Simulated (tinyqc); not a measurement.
Worked calculation: LCCD on RHF in the 6-31g basis, for H3+, spin multiplicity 1. Computed by tinyqc, a small Python program that keeps every step (integrals from PySCF). Settings: charge = 1, multiplicity = 1, basis = 6-31g, method = RHF, energy threshold = 1e-10, iteration cap = 87, orthogonalisation = canonical, start = Wolfsberg-Helmholz matrix, DIIS depth = 6, amplitude equations = LCCD, DIIS depth for amplitudes = 4, cap on updates = 88. Command: `OMP_NUM_THREADS=1 python tinyqc.py 27655 27656 out.jsonl` (the two numbers bound the seeds that draw the settings). One thread of a shared host (Intel(R) Xeon(R) Processor @ 2.60GHz), about 0.06 s of CPU time with the checks. The early iterations of the SCF are left out here.

## One-electron integrals

Geometry (angstrom):
```
atom,x,y,z
H,0.000000,0.000000,0.000000
H,0.000000,0.000000,1.197000
H,0.000000,1.140000,0.599000
```

Basis 6-31g: exponents (1/bohr^2) and contraction coefficients of normalised primitives:
```
element,l (shell),exponent,coefficient
H,s (1),18.731137,0.033495
H,s (1),2.825394,0.234727
H,s (1),0.640122,0.813757
H,s (2),0.161278,1.000000
```

Overlap, kinetic and nuclear-attraction integrals over the contracted functions; the nuclear repulsion is the sum of Za Zb / Rab.

nuclear repulsion = 1.26407286 hartree

overlap S, lower triangle:
```
,1H 1s,1H 2s,2H 1s,2H 2s,3H 1s,3H 2s
1H 1s,1.000000
1H 2s,0.658292,1.000000
2H 1s,0.147372,0.336110,1.000000
2H 2s,0.336110,0.661926,0.658292,1.000000
3H 1s,0.111681,0.302394,0.111844,0.302564,1.000000
3H 2s,0.302394,0.620292,0.302564,0.620506,0.658292,1.000000
```

kinetic energy T (hartree), lower triangle:
```
,1H 1s,1H 2s,2H 1s,2H 2s,3H 1s,3H 2s
1H 1s,1.395678
1H 2s,0.259735,0.241917
2H 1s,-0.035096,0.072911,1.395678
2H 2s,0.072911,0.116084,0.259735,0.241917
3H 1s,-0.045955,0.057184,-0.045921,0.057261,1.395678
3H 2s,0.057184,0.102284,0.057261,0.102354,0.259735,0.241917
```

nuclear attraction V (hartree), lower triangle:
```
,1H 1s,1H 2s,2H 1s,2H 2s,3H 1s,3H 2s
1H 1s,-2.506123
1H 2s,-1.302261,-1.442440
2H 1s,-0.323592,-0.684658,-2.506271
2H 2s,-0.684621,-1.026421,-1.302357,-1.442546
3H 1s,-0.237951,-0.606477,-0.238332,-0.606827,-2.475164
3H 2s,-0.613655,-0.960544,-0.614042,-0.960878,-1.282426,-1.421188
```

core Hamiltonian H = T + V (hartree), lower triangle:
```
,1H 1s,1H 2s,2H 1s,2H 2s,3H 1s,3H 2s
1H 1s,-1.110445
1H 2s,-1.042526,-1.200523
2H 1s,-0.358688,-0.611747,-1.110593
2H 2s,-0.611710,-0.910337,-1.042622,-1.200630
3H 1s,-0.283906,-0.549293,-0.284254,-0.549566,-1.079485
3H 2s,-0.556471,-0.858260,-0.556781,-0.858524,-1.022691,-1.179271
```

## Two-electron integrals

Functions are numbered as in S; the eight-fold symmetry (ij|kl) = (ji|kl) = (kl|ij) leaves the list below.

Two-electron integrals (ij|kl) in chemists' order, unique and non-zero (hartree):
```
i,j,k,l,(ij|kl)
1,1,1,1,1.076566
2,1,1,1,0.578470
2,1,2,1,0.329423
2,2,1,1,0.587396
2,2,2,1,0.361304
2,2,2,2,0.453150
3,1,1,1,0.110070
3,1,2,1,0.065379
3,1,2,2,0.076251
3,1,3,1,0.019844
3,2,1,1,0.172872
3,2,2,1,0.109523
3,2,2,2,0.144605
3,2,3,1,0.037196
3,2,3,2,0.084852
3,3,1,1,0.439709
3,3,2,1,0.285945
3,3,2,2,0.399456
3,3,3,1,0.110070
3,3,3,2,0.284196
3,3,3,3,1.076566
4,1,1,1,0.284196
4,1,2,1,0.163280
4,1,2,2,0.181613
4,1,3,1,0.037196
4,1,3,2,0.064294
4,1,3,3,0.172872
4,1,4,1,0.084852
4,2,1,1,0.348077
4,2,2,1,0.216987
4,2,2,2,0.280542
4,2,3,1,0.056001
4,2,3,2,0.117005
4,2,3,3,0.348077
4,2,4,1,0.117005
4,2,4,2,0.198546
4,3,1,1,0.285945
4,3,2,1,0.184694
4,3,2,2,0.255989
4,3,3,1,0.065379
4,3,3,2,0.163280
4,3,3,3,0.578470
4,3,4,1,0.109523
4,3,4,2,0.216987
4,3,4,3,0.329423
4,4,1,1,0.399456
4,4,2,1,0.255989
4,4,2,2,0.354154
4,4,3,1,0.076251
4,4,3,2,0.181613
4,4,3,3,0.587396
4,4,4,1,0.144605
4,4,4,2,0.280542
4,4,4,3,0.361304
4,4,4,4,0.453150
5,1,1,1,0.080182
5,1,2,1,0.048045
5,1,2,2,0.056839
5,1,3,1,0.011283
5,1,3,2,0.020328
5,1,3,3,0.054327
5,1,4,1,0.025438
5,1,4,2,0.037557
5,1,4,3,0.034921
5,1,4,4,0.047236
5,1,5,1,0.011321
5,2,1,1,0.146971
5,2,2,1,0.093748
5,2,2,2,0.125868
5,2,3,1,0.023247
5,2,3,2,0.047735
5,2,3,3,0.134042
5,2,4,1,0.050489
5,2,4,2,0.087611
5,2,4,3,0.086372
5,2,4,4,0.119026
5,2,5,1,0.024960
5,2,5,2,0.068565
5,3,1,1,0.054387
5,3,2,1,0.034962
5,3,2,2,0.047295
5,3,3,1,0.011298
5,3,3,2,0.025477
5,3,3,3,0.080315
5,3,4,1,0.020352
5,3,4,2,0.037609
5,3,4,3,0.048123
5,3,4,4,0.056928
5,3,5,1,0.008831
5,3,5,2,0.023303
5,3,5,3,0.011354
5,4,1,1,0.134067
5,4,2,1,0.086392
5,4,2,2,0.119064
5,4,3,1,0.023259
5,4,3,2,0.050525
5,4,3,3,0.147096
5,4,4,1,0.047749
5,4,4,2,0.087656
5,4,4,3,0.093825
5,4,4,4,0.125960
5,4,5,1,0.023279
5,4,5,2,0.067005
5,4,5,3,0.025013
5,4,5,4,0.068642
5,5,1,1,0.409717
5,5,2,1,0.267579
5,5,2,2,0.380606
5,5,3,1,0.067307
5,5,3,2,0.145464
5,5,3,3,0.409861
5,5,4,1,0.145431
5,5,4,2,0.272445
5,5,4,3,0.267669
5,5,4,4,0.380701
5,5,5,1,0.080182
5,5,5,2,0.254158
5,5,5,3,0.080315
5,5,5,4,0.254308
5,5,5,5,1.076566
6,1,1,1,0.254158
6,1,2,1,0.146221
6,1,2,2,0.162993
6,1,3,1,0.031027
6,1,3,2,0.053090
6,1,3,3,0.140435
6,1,4,1,0.074229
6,1,4,2,0.101419
6,1,4,3,0.090089
6,1,4,4,0.122576
6,1,5,1,0.024960
6,1,5,2,0.050226
6,1,5,3,0.018562
6,1,5,4,0.046395
6,1,5,5,0.146971
6,1,6,1,0.068565
6,2,1,1,0.320851
6,2,2,1,0.200394
6,2,2,2,0.260229
6,2,3,1,0.046470
6,2,3,2,0.093260
6,2,3,3,0.265619
6,2,4,1,0.104321
6,2,4,2,0.172261
6,2,4,3,0.169180
6,2,4,4,0.230365
6,2,5,1,0.039723
6,2,5,2,0.098018
6,2,5,3,0.035794
6,2,5,4,0.094708
6,2,5,5,0.320851
6,2,6,1,0.098018
6,2,6,2,0.174355
6,3,1,1,0.140494
6,3,2,1,0.090128
6,3,2,2,0.122635
6,3,3,1,0.031042
6,3,3,2,0.074270
6,3,3,3,0.254308
6,3,4,1,0.053113
6,3,4,2,0.101472
6,3,4,3,0.146306
6,3,4,4,0.163087
6,3,5,1,0.018549
6,3,5,2,0.046407
6,3,5,3,0.025013
6,3,5,4,0.050291
6,3,5,5,0.147096
6,3,6,1,0.045139
6,3,6,2,0.084612
6,3,6,3,0.068642
6,4,1,1,0.265653
6,4,2,1,0.169205
6,4,2,2,0.230411
6,4,3,1,0.046483
6,4,3,2,0.104360
6,4,3,3,0.320989
6,4,4,1,0.093277
6,4,4,2,0.172311
6,4,4,3,0.200478
6,4,4,4,0.260332
6,4,5,1,0.035754
6,4,5,2,0.094694
6,4,5,3,0.039795
6,4,5,4,0.098110
6,4,5,5,0.320989
6,4,6,1,0.084583
6,4,6,2,0.163129
6,4,6,3,0.098110
6,4,6,4,0.174476
6,5,1,1,0.267579
6,5,2,1,0.173735
6,5,2,2,0.244858
6,5,3,1,0.043542
6,5,3,2,0.093946
6,5,3,3,0.267669
6,5,4,1,0.093927
6,5,4,2,0.174148
6,5,4,3,0.173789
6,5,4,4,0.244915
6,5,5,1,0.048045
6,5,5,2,0.146221
6,5,5,3,0.048123
6,5,5,4,0.146306
6,5,5,5,0.578470
6,5,6,1,0.093748
6,5,6,2,0.200394
6,5,6,3,0.093825
6,5,6,4,0.200478
6,5,6,5,0.329423
6,6,1,1,0.380606
6,6,2,1,0.244858
6,6,2,2,0.342322
6,6,3,1,0.060007
6,6,3,2,0.130296
6,6,3,3,0.380701
6,6,4,1,0.130276
6,6,4,2,0.239313
6,6,4,3,0.244915
6,6,4,4,0.342383
6,6,5,1,0.056839
6,6,5,2,0.162993
6,6,5,3,0.056928
6,6,5,4,0.163087
6,6,5,5,0.587396
6,6,6,1,0.125868
6,6,6,2,0.260229
6,6,6,3,0.125960
6,6,6,4,0.260332
6,6,6,5,0.361304
6,6,6,6,0.453150
```

## Orthogonalisation

S = U s U^T; canonical form X = U s^(-1/2), so that X^T S X = 1. Each column of U has its largest component positive (the first on a tie).

eigenvalues of S: 0.183049  0.200763  0.374480  1.007652  1.092292  3.141764

X:
```
,1,2,3,4,5,6
1H 1s,0.715668,0.425169,0.776998,-0.633980,-0.345790,0.185629
1H 2s,-1.487415,-0.803820,-0.533604,-0.305113,-0.172723,0.271908
2H 1s,-0.717533,0.421907,0.776927,0.635533,-0.343234,0.185666
2H 2s,1.491157,-0.797643,-0.533624,0.305739,-0.171370,0.271943
3H 1s,0.001801,-0.846428,0.787959,-0.001576,0.693074,0.177487
3H 2s,-0.003844,1.619696,-0.522171,-0.000806,0.372255,0.264526
```

## Iteration 6 (converged): orbitals

converged F (hartree), lower triangle:
```
,1H 1s,1H 2s,2H 1s,2H 2s,3H 1s,3H 2s
1H 1s,-0.287435
1H 2s,-0.647884,-0.666577
2H 1s,-0.365815,-0.488303,-0.287517
2H 2s,-0.488266,-0.606635,-0.647990,-0.666690
3H 1s,-0.314508,-0.448570,-0.314750,-0.448727,-0.271664
3H 2s,-0.456075,-0.580751,-0.456268,-0.580881,-0.626526,-0.644765
```

Diagonalise F' = X^T F X, C = X C', fill 1 alpha and 1 beta electrons from the bottom; D = 2 C_occ C_occ^T. Each column has its largest component positive (the first on a tie).

F' = X^T F X (hartree), lower triangle:
```
,1,2,3,4,5,6
1,0.495849
2,0.000012,0.502235
3,0.000016,-0.004086,0.618563
4,-0.357816,-0.000029,-0.000047,-0.071875
5,0.000023,-0.322458,0.005745,-0.000001,-0.145678
6,0.000025,-0.003933,-0.151664,-0.000044,0.006178,-0.960077
```

orbital energies (hartree): MO1 -0.974572, MO2 -0.278790, MO3 -0.244751, MO4 0.628698, MO5 0.639706, MO6 0.668725

coefficients C:
```
,MO1,MO2,MO3,MO4,MO5,MO6
1H 1s,0.261567,-0.158458,-0.259479,0.916233,-0.064173,0.920966
1H 2s,0.220384,-0.462890,-0.921847,-0.859083,-0.179177,-1.207211
2H 1s,0.261646,-0.157284,0.260125,0.915154,-0.067809,-0.921788
2H 2s,0.220430,-0.459358,0.923942,-0.857887,-0.174370,1.209005
3H 1s,0.245057,0.316416,-0.000645,-0.056722,-1.298377,0.002678
3H 2s,0.213037,0.965577,-0.002391,0.425810,1.394843,-0.003159
```

D after iteration 6, lower triangle:
```
,1H 1s,1H 2s,2H 1s,2H 2s,3H 1s,3H 2s
1H 1s,0.136834
1H 2s,0.115290,0.097138
2H 1s,0.136876,0.115325,0.136917
2H 2s,0.115314,0.097158,0.115349,0.097178
3H 1s,0.128197,0.108013,0.128236,0.108035,0.120105
3H 2s,0.111447,0.093900,0.111481,0.093919,0.104412,0.090770
```

## Convergence

Stop when the energy changes by less than 1e-10 hartree and every element of the error matrix X^T (F D S - S D F) X is below 3e-06.

Course of the cycle:
```
iteration,E (hartree),change,largest element of the error matrix
1,-1.14709011,-,3.73e-01
2,-1.19885360,-5.18e-02,6.03e-02
3,-1.20022610,-1.37e-03,3.70e-04
4,-1.20022617,-7.21e-08,5.40e-05
5,-1.20022618,-1.56e-09,9.63e-07
6,-1.20022618,-8.48e-13,6.99e-10
```

PySCF RHF in the same basis = -1.20022618 hartree

Converged in 6 iterations.

## Integrals over molecular orbitals

(pq|rs) = sum C_ip C_jq C_kr C_ls (ij|kl), one index at a time.

one-electron integrals over orbitals h = C^T H C (hartree), lower triangle:
```
,1,2,3,4,5,6
1,-1.489727
2,0.009487,-1.039515
3,-0.000060,-0.000003,-1.009127
4,-0.078557,0.105635,-0.000132,-0.202347
5,0.053216,0.130513,0.000060,-0.016708,-0.182034
6,-0.000027,0.000038,0.174998,0.000074,-0.000064,-0.205402
```

Two-electron integrals over orbitals (pq|rs), unique and non-zero (hartree):
```
p,q,r,s,(pq|rs)
1,1,1,1,0.515155
2,1,1,1,-0.009487
2,1,2,1,0.110096
2,2,1,1,0.435411
2,2,2,1,0.062441
2,2,2,2,0.448826
3,1,1,1,0.000060
3,1,2,1,1.33e-06
3,1,2,2,-0.000364
3,1,3,1,0.106221
3,2,1,1,2.38e-06
3,2,2,1,-0.000402
3,2,2,2,-0.000042
3,2,3,1,-0.056724
3,2,3,2,0.040650
3,3,1,1,0.435298
3,3,2,1,-0.062170
3,3,2,2,0.347756
3,3,3,1,0.000366
3,3,3,2,0.000041
3,3,3,3,0.435419
4,1,1,1,0.078557
4,1,2,1,-0.038863
4,1,2,2,0.029997
4,1,3,1,0.000056
4,1,3,2,0.000119
4,1,3,3,0.071950
4,1,4,1,0.062458
4,2,1,1,-0.072249
4,2,2,1,-0.002717
4,2,2,2,-0.049263
4,2,3,1,0.000115
4,2,3,2,-0.000064
4,2,3,3,-0.048493
4,2,4,1,-0.036646
4,2,4,2,0.033724
4,3,1,1,0.000094
4,3,2,1,0.000119
4,3,2,2,-0.000020
4,3,3,1,0.036631
4,3,3,2,-0.020047
4,3,3,3,0.000122
4,3,4,1,0.000005
4,3,4,2,0.000093
4,3,4,3,0.053040
4,4,1,1,0.446751
4,4,2,1,-0.077965
4,4,2,2,0.348820
4,4,3,1,0.000029
4,4,3,2,0.000273
4,4,3,3,0.427972
4,4,4,1,0.091147
4,4,4,2,-0.055215
4,4,4,3,-0.000038
4,4,4,4,0.466332
5,1,1,1,-0.053216
5,1,2,1,-0.045084
5,1,2,2,-0.070005
5,1,3,1,-0.000029
5,1,3,2,0.000195
5,1,3,3,-0.010579
5,1,4,1,0.003271
5,1,4,2,0.013819
5,1,4,3,-0.000138
5,1,4,4,-0.013172
5,1,5,1,0.058088
5,2,1,1,-0.087798
5,2,2,1,-0.048727
5,2,2,2,-0.093077
5,2,3,1,0.000198
5,2,3,2,0.000076
5,2,3,3,-0.035443
5,2,4,1,-0.000555
5,2,4,2,0.022425
5,2,4,3,0.000023
5,2,4,4,-0.035866
5,2,5,1,0.073256
5,2,5,2,0.101399
5,3,1,1,-0.000044
5,3,2,1,0.000204
5,3,2,2,0.000051
5,3,3,1,0.015141
5,3,3,2,-0.004329
5,3,3,3,-0.000088
5,3,4,1,-0.000138
5,3,4,2,0.000047
5,3,4,3,0.000051
5,3,4,4,-0.000176
5,3,5,1,-0.000142
5,3,5,2,-0.000161
5,3,5,3,0.006393
5,4,1,1,0.009990
5,4,2,1,0.012376
5,4,2,2,0.018659
5,4,3,1,-0.000265
5,4,3,2,0.000098
5,4,3,3,-0.001299
5,4,4,1,0.000047
5,4,4,2,-0.002192
5,4,4,3,-0.000117
5,4,4,4,0.000036
5,4,5,1,-0.015134
5,4,5,2,-0.016277
5,4,5,3,3.05e-06
5,4,5,4,0.005964
5,5,1,1,0.439914
5,5,2,1,0.147465
5,5,2,2,0.493253
5,5,3,1,-0.000251
5,5,3,2,-0.000418
5,5,3,3,0.304728
5,5,4,1,0.003681
5,5,4,2,-0.058798
5,5,4,3,0.000106
5,5,4,4,0.294689
5,5,5,1,-0.130230
5,5,5,2,-0.167365
5,5,5,3,0.000286
5,5,5,4,0.032939
5,5,5,5,0.661987
6,1,1,1,0.000027
6,1,2,1,-0.000016
6,1,2,2,0.000283
6,1,3,1,-0.062387
6,1,3,2,0.037366
6,1,3,3,-0.000185
6,1,4,1,-0.000020
6,1,4,2,-0.000152
6,1,4,3,-0.056272
6,1,4,4,0.000066
6,1,5,1,0.000018
6,1,5,2,-0.000227
6,1,5,3,-0.002455
6,1,5,4,0.000213
6,1,5,5,0.000260
6,1,6,1,0.070071
6,2,1,1,-0.000027
6,2,2,1,0.000301
6,2,2,2,0.000011
6,2,3,1,0.041184
6,2,3,2,-0.019882
6,2,3,3,-0.000041
6,2,4,1,-0.000159
6,2,4,2,0.000127
6,2,4,3,0.034232
6,2,4,4,-0.000249
6,2,5,1,-0.000229
6,2,5,2,-0.000131
6,2,5,3,0.004532
6,2,5,4,-0.000079
6,2,5,5,0.000339
6,2,6,1,-0.040895
6,2,6,2,0.028825
6,3,1,1,-0.118692
6,3,2,1,0.042494
6,3,2,2,-0.060729
6,3,3,1,-0.000231
6,3,3,2,-0.000029
6,3,3,3,-0.096607
6,3,4,1,-0.071860
6,3,4,2,0.045322
6,3,4,3,-0.000136
6,3,4,4,-0.125603
6,3,5,1,0.006505
6,3,5,2,0.014788
6,3,5,3,0.000131
6,3,5,4,-0.002274
6,3,5,5,-0.034182
6,3,6,1,0.000162
6,3,6,2,0.000069
6,3,6,3,0.095226
6,4,1,1,-0.000047
6,4,2,1,-0.000309
6,4,2,2,0.000266
6,4,3,1,-0.124795
6,4,3,2,0.072104
6,4,3,3,-0.000271
6,4,4,1,0.000060
6,4,4,2,-0.000187
6,4,4,3,-0.062509
6,4,4,4,0.000217
6,4,5,1,0.000216
6,4,5,2,-0.000094
6,4,5,3,-0.013960
6,4,5,4,0.000327
6,4,5,5,-0.000125
6,4,6,1,0.094135
6,4,6,2,-0.058171
6,4,6,3,0.000175
6,4,6,4,0.176247
6,5,1,1,0.000041
6,5,2,1,-0.000449
6,5,2,2,-0.000300
6,5,3,1,0.008382
6,5,3,2,-0.001350
6,5,3,3,0.000293
6,5,4,1,0.000218
6,5,4,2,-0.000025
6,5,4,3,-0.001893
6,5,4,4,0.000360
6,5,5,1,0.000256
6,5,5,2,0.000297
6,5,5,3,0.004506
6,5,5,4,-0.000087
6,5,5,5,-0.000737
6,5,6,1,0.000781
6,5,6,2,0.002799
6,5,6,3,-0.000227
6,5,6,4,-0.007918
6,5,6,5,0.004211
6,6,1,1,0.472099
6,6,2,1,-0.080852
6,6,2,2,0.360652
6,6,3,1,0.000295
6,6,3,2,0.000145
6,6,3,3,0.454504
6,6,4,1,0.115332
6,6,4,2,-0.074664
6,6,4,3,0.000146
6,6,4,4,0.486339
6,6,5,1,-0.012553
6,6,5,2,-0.037298
6,6,5,3,-0.000199
6,6,5,4,-0.000631
6,6,5,5,0.306797
6,6,6,1,-0.000177
6,6,6,2,-0.000154
6,6,6,3,-0.146553
6,6,6,4,-0.000151
6,6,6,5,0.000418
6,6,6,6,0.527262
```

## LCCD: starting amplitudes

t_ij^ab = <ij||ab> / (e_i + e_j - e_a - e_b), whose energy is MP2.

Starting amplitudes (spin orbitals 1a, 1b, ...; amplitudes related by a flip of all spins are not repeated):
```
from,to,t
1a 1b,2a 2b,-0.079116
1a 1b,3a 3b,-0.072772
1a 1b,3a 6b,0.026289
1a 1b,6a 6b,-0.021320
1a 1b,2a 5b,0.019516
1a 1b,4a 4b,-0.019478
1a 1b,5a 5b,-0.017992
1a 1b,2a 4b,0.016904
1a 1b,4a 5b,-0.001017
1a 1b,3a 4b,-0.000024
1a 1b,3a 5b,0.000012
1a 1b,2a 6b,0.000007
1a 1b,4a 6b,0.000006
1a 1b,5a 6b,-0.000005
1a 1b,2a 3b,-9.31e-07
```

correlation energy = -0.02655634 hartree

## LCCD: amplitude update 1

t_ij^ab D_ij^ab are set to the remaining terms of the spin-orbital equations, evaluated with the old amplitudes; for the doubles these are <ij||ab> + 1/2 <ab||ef> t_ij^ef + 1/2 <mn||ij> t_mn^ab + P(ij)P(ab) <mb||ej> t_im^ae, D the orbital-energy denominators (linear CCD).

Amplitudes after update 1 (spin orbitals 1a, 1b, ...; amplitudes related by a flip of all spins are not repeated):
```
from,to,t
1a 1b,2a 2b,-0.108096
1a 1b,3a 3b,-0.099460
1a 1b,3a 6b,0.033371
1a 1b,2a 5b,0.024174
1a 1b,6a 6b,-0.021924
1a 1b,2a 4b,0.021691
1a 1b,4a 4b,-0.019862
1a 1b,5a 5b,-0.017345
1a 1b,4a 5b,-0.001333
1a 1b,3a 4b,-0.000033
1a 1b,3a 5b,0.000018
1a 1b,4a 6b,0.000009
1a 1b,2a 6b,0.000009
1a 1b,5a 6b,-0.000008
1a 1b,2a 3b,-1.97e-06
```

correlation energy = -0.03428821 hartree

## LCCD: amplitude update 2

As before.

Amplitudes after update 2 (spin orbitals 1a, 1b, ...; amplitudes related by a flip of all spins are not repeated):
```
from,to,t
1a 1b,2a 2b,-0.119377
1a 1b,3a 3b,-0.109776
1a 1b,3a 6b,0.035494
1a 1b,2a 5b,0.025502
1a 1b,2a 4b,0.023248
1a 1b,6a 6b,-0.020969
1a 1b,4a 4b,-0.019036
1a 1b,5a 5b,-0.016149
1a 1b,4a 5b,-0.001366
1a 1b,3a 4b,-0.000036
1a 1b,3a 5b,0.000020
1a 1b,4a 6b,0.000010
1a 1b,2a 6b,0.000010
1a 1b,5a 6b,-0.000009
1a 1b,2a 3b,-2.65e-06
```

correlation energy = -0.03694384 hartree

## LCCD: amplitude update 3

t_ij^ab D_ij^ab are set to the remaining terms of the spin-orbital equations, evaluated with the old amplitudes; for the doubles these are <ij||ab> + 1/2 <ab||ef> t_ij^ef + 1/2 <mn||ij> t_mn^ab + P(ij)P(ab) <mb||ej> t_im^ae, D the orbital-energy denominators (linear CCD). DIIS then mixes the stored amplitudes.

DIIS coefficients: -0.644112  1.644112

Amplitudes after update 3 (spin orbitals 1a, 1b, ...; amplitudes related by a flip of all spins are not repeated):
```
from,to,t
1a 1b,2a 2b,-0.126744
1a 1b,3a 3b,-0.116429
1a 1b,3a 6b,0.036638
1a 1b,2a 5b,0.026217
1a 1b,2a 4b,0.024169
1a 1b,6a 6b,-0.020027
1a 1b,4a 4b,-0.018305
1a 1b,5a 5b,-0.015187
1a 1b,4a 5b,-0.001327
1a 1b,3a 4b,-0.000038
1a 1b,3a 5b,0.000021
1a 1b,4a 6b,0.000011
1a 1b,2a 6b,0.000010
1a 1b,5a 6b,-0.000010
1a 1b,2a 3b,-3.30e-06
```

correlation energy = -0.03857256 hartree

## LCCD: convergence

E_corr = 1/4 sum <ij||ab> t_ij^ab; stop when the norm of the change is below 1e-8.

Course of the amplitude iterations:
```
update,correlation energy (hartree),norm of the change
0,-0.02655634,-
1,-0.03428821,8.35e-02
2,-0.03694384,3.19e-02
3,-0.03857256,1.25e-02
4,-0.03856610,2.49e-04
5,-0.03856568,3.46e-05
6,-0.03856573,7.23e-06
7,-0.03856575,1.72e-06
8,-0.03856574,1.03e-07
9,-0.03856574,2.57e-08
10,-0.03856574,7.15e-09
```

Converged amplitudes (spin orbitals 1a, 1b, ...; amplitudes related by a flip of all spins are not repeated):
```
from,to,t
1a 1b,2a 2b,-0.126853
1a 1b,3a 3b,-0.116438
1a 1b,3a 6b,0.036572
1a 1b,2a 5b,0.026189
1a 1b,2a 4b,0.024167
1a 1b,6a 6b,-0.019946
1a 1b,4a 4b,-0.018287
1a 1b,5a 5b,-0.015154
1a 1b,4a 5b,-0.001299
1a 1b,3a 4b,-0.000038
1a 1b,3a 5b,0.000022
1a 1b,4a 6b,0.000011
1a 1b,2a 6b,0.000010
1a 1b,5a 6b,-0.000010
1a 1b,2a 3b,-3.50e-06
```

LCCD total energy = -1.23879192 hartree

Converged in 10 updates, with DIIS from the third.
